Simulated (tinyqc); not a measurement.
Monte Carlo simulation of one carrier in a uniform electric field: one step, computed by the program tinyqc.

The force e F acts along +z. Flights end at the constant total rate Gamma; the part of Gamma that the real rates do not fill is self-scattering, which leaves k unchanged. One valley, no impurities and no intervalley scattering.

Problem. Scattering event 2. Parabolic band: E = hbar^2 k^2/(2 m), speed v = hbar k/m, states per spin, volume and energy g(E) = m k/(2 pi^2 hbar^2). Masses are multiplied by m_0 and all formulas are in SI units. Phonon occupation N_q = 1/(exp(hbar w/(k_B T)) - 1). Acoustic deformation potential (elastic, equipartition, absorption and emission together): 1/tau = 2 pi k_B T D_A^2 g(E)/(hbar rho v_l^2). Polar optical, unscreened: W = e^2 w (1/eps_inf - 1/eps_s) m (1 + 2 alpha E') ln|(k + k')/(k - k')| / (4 pi eps_0 hbar^2 k), times N_q for absorption (E' = E + hbar w) and N_q + 1 for emission (E' = E - hbar w > 0), with alpha = 0 for a parabolic band; mean cosine of the angle <cos> = (k^2 + k'^2)/(2 k k') - 1/ln|(k + k')/(k - k')|. Choice: with cumulative rates in the order acoustic, absorption, emission, the process is the first whose sum exceeds r2 Gamma; if none, self-scattering. Final state: E' = E, E + hbar w or E - hbar w gives k'. Isotropic processes: cos(theta) = 1 - 2 r3 from the z axis, phi = 2 pi r4, k' (sin theta cos phi, sin theta sin phi, cos theta). Polar processes: cos(b) = [1 + xi - (1 + 2 xi)^r3]/xi, xi = 2 k k'/(k - k')^2, b from the old direction n; new direction cos b n + sin b (cos phi e1 + sin phi e2), e1 = (z x n)/|z x n|, e2 = n x e1. Use row 2 of the random numbers.

Inputs (values chosen for the exercise, modelled on CdS):
```
quantity                             value    unit
effective mass m                     0.195     m_0
static permittivity eps_s              8.7       -
high-frequency permittivity eps_inf    5.3       -
density rho                           4820  kg/m^3
sound velocity v_l                    4330     m/s
acoustic deformation potential D_A     7.9      eV
optical phonon energy hbar w          37.5     meV
lattice temperature T                  300       K
```

Crystal: polar. Band: parabolic.

k at the end of the flight (1/nm): 0.2864828  -0.3454770  0.3624951

Random numbers (0.02 to 0.98, from up to 60 sets tried for early real events), one row a flight:
```
       r1      r2      r3      r4
1  0.1362  0.0871  0.0590  0.9325
2  0.3276  0.1411  0.8210  0.7858
3  0.5237  0.3745  0.8473  0.0212
4  0.5271  0.3596  0.6288  0.3483
5  0.2051  0.8091  0.5732  0.3053
6  0.6928  0.1200  0.8455  0.9023
7  0.2734  0.4445  0.8070  0.8883
```

Gamma = 84.25026 1e12/s

Constants: hbar = 1.054571817e-34 J s; m_0 = 9.1093837015e-31 kg; e = 1.602176634e-19 C; k_B = 1.380649e-23 J/K; hbar = 6.582119569e-16 eV s; eps_0 = 8.8541878128e-12 F/m; k_B = 8.617333262e-05 eV/K.

Give: cumulative rates; r2 Gamma; process chosen; k after event 2, the start of the next flight.

Solution.

cumulative rates (1e12/s): acoustic 2.04, absorption 19.93, emission 74.36

r2 Gamma = 11.89 1e12/s

Process chosen: absorption

k after event 2, the start of the next flight (1/nm): 0.4405  -0.2793  -0.5027
